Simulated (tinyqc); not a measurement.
# Ionisation constants from two fields

Problem. alpha_n = an exp(-bn/E). Find bn and an.

alpha_n at 364 and 714 kV/cm (1/cm): [3741.1409, 1.9089676e5]

Solution. ln alpha is a straight line in 1/E with slope -bn and intercept ln an.

bn = 2.920e6 V/cm
an = 1.140e7 1/cm

tinyqc, about 0.05 s, one thread, Intel Xeon 2.30GHz (shared host): `OMP_NUM_THREADS=1 python tinyqc.py 2120105 2120106 out.jsonl`
